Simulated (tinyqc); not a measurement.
Worked calculation: millisecond and nanosecond annealing: surface heating, thermal budget and solid-phase regrowth. Computed by tinyqc, a small Python program that keeps every step. Command: `OMP_NUM_THREADS=1 python tinyqc.py 3018431 3018432 out.jsonl flash walk`. One thread of a shared host (Intel(R) Xeon(R) Processor @ 2.30GHz), about 0.02 s of CPU time with the checks. Intermediate numbers are printed to about 6 digits and carried at full precision; extremes and crossings named in words are read from the listed rows.

A square pulse heats the surface of a thick wafer with constant thermal properties; losses by radiation are neglected and silicon melts at 1414 C.

Inputs (values chosen for the exercise, modelled on hot silicon with arsenic): incident fluence = 9.41 J/cm^2; pulse length t_p = 8.6e-05 s; reflectance R = 0.46; thermal conductivity k = 0.31 W/(cm K); heat capacity per volume c = 2.29 J/(cm^3 K); preheat temperature T0 = 600 C; wafer thickness d = 775 um; dopant prefactor D0 = 9.98 cm^2/s; dopant activation energy E = 4.02 eV; regrowth prefactor v0 = 5.5e+08 cm/s; regrowth energy E_v = 2.7 eV; amorphous layer = 6.9 nm.

Source: scanned laser.

Constants: k_B = 8.617333262e-05 eV/K.

## Peak temperature

Absorbed flux q = (1 - R) fluence/t_p; kappa = k/c. With f(z, t) = (2 q/k) sqrt(kappa t) ierfc(z/(2 sqrt(kappa t))), ierfc(x) = exp(-x^2)/sqrt(pi) - x erfc(x): T = T0 + f(z, t) during the pulse and T0 + f(z, t) - f(z, t - t_p) after it. At the surface the rise at the end of the pulse is 2 q sqrt(t_p/(pi k c)); the fluence that just melts the surface scales with (1414 - T0).

absorbed flux q = 59086.0 W/cm^2

kappa = 0.135371 cm^2/s

thermal length sqrt(kappa t_p) = 34.1203 um

peak temperature = 1333.82 C

fluence at the melting threshold = 10.4381 J/cm^2

The heated layer is 4.4 % of the wafer thickness, so the cold bulk quenches the surface.

## Temperature in depth and time

The formulas are those given above.

Temperature (C):
```
t/t_p  surface  z = 0.5 thermal lengths    z = 1    z = 2
0.10    832.05                   638.51  602.564  600.000
0.25    966.91                   729.83  632.682  600.636
0.50   1118.89                   857.27  708.366  611.044
0.75   1235.51                   962.58  785.983  634.238
1.00   1333.82                  1054.05  859.666  665.364
1.10   1137.58                  1049.28  885.324  679.173
1.50    979.85                   953.50  885.811  727.545
2.00    903.96                   890.83  854.868  751.367
4.00    796.63                   793.11  782.940  747.366
10.00   719.08                   718.30  715.986  707.170
```

One tenth of a pulse length after the end the surface has lost 196 C: cooling starts as sqrt(t - t_p), much faster than heating ends.

## Thermal budget

Temperatures in kelvin are T(C) + 273.15. Integrate exp(-E/(k_B T(t))) at the surface from 0 to 10 t_p (Gauss-Legendre, 60 points in sqrt(t) up to t_p and 60 in sqrt(t - t_p) after it). (Dt) = D0 x integral with E; regrowth = v0 x integral with E_v; effective time = integral/exp(-E/(k_B T_peak)).

budget (Dt) = 3.05245e-17 cm^2

diffusion length 2 sqrt(Dt) = 0.110498 nm

effective time over t_p = 0.144054

possible regrowth = 344.523 nm

Only 14.4 % of the pulse counts at the peak; the estimate 2 k_B T_peak^2/(E (T_peak - T0)) gives 15.1 %. The amorphous layer of 6.9 nm regrows fully. Caution: equilibrium diffusivities are used; implant damage enhances diffusion, and k and c vary with temperature. Caution: the peak lies above 1150 C, and amorphous silicon melts some 200 to 250 K below the crystal, so a layer that has not regrown before the peak may melt instead. Caution: at this preheat temperature the layer would already regrow within five seconds or less before the pulse. Caution: a diffusion length below the atomic spacing of 0.235 nm means about one jump per atom or fewer, so the profile does not change measurably.

## Same peak temperature, different pulse lengths

For each t_p the flux is set so that the peak temperature stays the same: q sqrt(t_p) is fixed.

Pulses:
```
t_p (s)   fluence (J/cm^2)   q (W/cm^2)  thermal length (um)  2 sqrt(Dt) (nm)  regrowth (nm)
1.00e-07       3.20878e-01  1.73274e+06          1.16349e+00      3.76795e-03    4.00608e-01
1.00e-06       1.01471e+00  5.47941e+05          3.67928e+00      1.19153e-02    4.00608e+00
1.00e-05       3.20878e+00  1.73274e+05          1.16349e+01      3.76795e-02    4.00608e+01
1.00e-04       1.01471e+01  5.47941e+04          3.67928e+01      1.19153e-01    4.00608e+02
3.00e-04       1.75752e+01  3.16354e+04          6.37270e+01      2.06379e-01    1.20182e+03
1.00e-03       3.20878e+01  1.73274e+04          1.16349e+02      3.76795e-01    4.00608e+03
3.00e-03       5.55778e+01  1.00040e+04          2.01523e+02      6.52628e-01    1.20182e+04
1.00e-02       1.01471e+02  5.47941e+03          3.67928e+02      1.19153e+00    4.00608e+04
```

Fluence and diffusion length grow as sqrt(t_p), regrowth as t_p. The layer of 6.9 nm regrows from t_p = 1e-05 s on among these rows, at a diffusion length of 0.038 nm. Caution: amorphous silicon melts some 200 to 250 K below the crystal, which matters for the short pulses that reach the peak before regrowth. Caution: the shortest pulses need a source absorbed within their thermal length, and the longest also heat the back of the wafer, which the thick-wafer formula leaves out. Caution: seconds at the preheat temperature would regrow the layer before any pulse.

Checks made by the program: heat stored at the end of the pulse against the absorbed fluence (relative difference below 1e-10).
